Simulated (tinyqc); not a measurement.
## Crystallisation kinetics and data retention of a phase-change cell: kissinger analysis

Johnson-Mehl-Avrami-Kolmogorov law X = 1 - exp(-y^n), y = integral of k dt, k = (1/100 s) exp[-(Ec q/kB)(1/T - 1/T1)].

Tp is the temperature of the largest dX/dt on a ramp of rate b (b in K/min in the logarithm).

Values chosen for this exercise; values of the order of Ge-Sb-Te and related chalcogenides:

| symbol | value | unit | meaning |
|---|---|---|---|
| Ec | 2.88 | eV | activation energy of crystallisation |
| T1 | 422 | K | temperature at which the rate k is 1/(100 s) |
| n | 1.5 |  | Avrami exponent |

Constants: q = 1.602176634e-19 C, kB = 1.380649e-23 J/K. Results are converted to the units shown.

Kissinger analysis:
```
b (K/min),Tp (K),q/kB Tp (1/eV),ln(b/Tp^2),X at the peak
0.5,412.6,28.12,-12.74,0.6262
1,416.1,27.89,-12.06,0.6262
2,419.6,27.65,-11.39,0.6261
5,424.4,27.34,-10.49,0.6261
10,428.1,27.11,-9.816,0.6260
20,431.8,26.87,-9.140,0.6260
50,436.9,26.56,-8.247,0.6259
100,440.8,26.33,-7.572,0.6258
```

Read the table: what changes, and by how much?

Tp rises from 413 to 441 K. The slope of ln(b/Tp^2) against q/kB Tp between the end rows is -2.880 eV, against Ec = 2.88 eV, and X at the peak stays near 1 - 1/e = 0.632 (0.626 to 0.626).

Range of the model: One Arrhenius rate is assumed; incubation, growth from the boundary and the non-Arrhenius kinetics of the supercooled liquid are left out.

Numbers from tinyqc (`OMP_NUM_THREADS=1 python tinyqc.py 2490146 2490147 out.jsonl`; about 0.04 s on one thread of a shared Intel Xeon 2.30GHz).
